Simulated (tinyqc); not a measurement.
## Drift exponent from two reads

Problem. Ra = R0 (t/t0)^nu. Find nu, R0 and Ra after ten years (3.15576e8 s).

Parameters, values chosen for the exercise: reference time t0 = 10 s.

Ra at t = 100 and 30000 s, both at 300 K (Mohm): [9.7159444, 15.246761]

Solution. ln Ra is linear in ln t with slope nu.

nu = 0.0790
R0 = 8.10 Mohm
Ra after ten years = 31.7 Mohm

Numbers from tinyqc (`OMP_NUM_THREADS=1 python tinyqc.py 2880044 2880045 out.jsonl`; about 0.01 s on one thread of a shared Intel Xeon 2.30GHz).
